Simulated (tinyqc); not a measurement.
Inside a calculation. Method: Rayleigh-quotient iteration on a symmetric matrix. One step of it, computed by the program tinyqc.

Task: Step 1. solve (A - shift) w = v; v' = w/|w| with its largest component positive (the first on a tie); lambda = v'^T A v'; the next shift is lambda.

A, lower triangle:
```
           1         2         3         4
1   0.312000
2  -0.106000  2.190000
3  -0.093000  0.087000  2.708000
4   0.076000  0.066000  0.113000  2.735000
```

vector v at the start: 0.500000  0.500000  0.500000  0.500000

shift = 1.470000

Give: vector after step 1; Rayleigh quotient after step 1.

Result:

vector after step 1: -0.5520  0.6345  0.3379  0.4225

Rayleigh quotient after step 1 = 1.9527
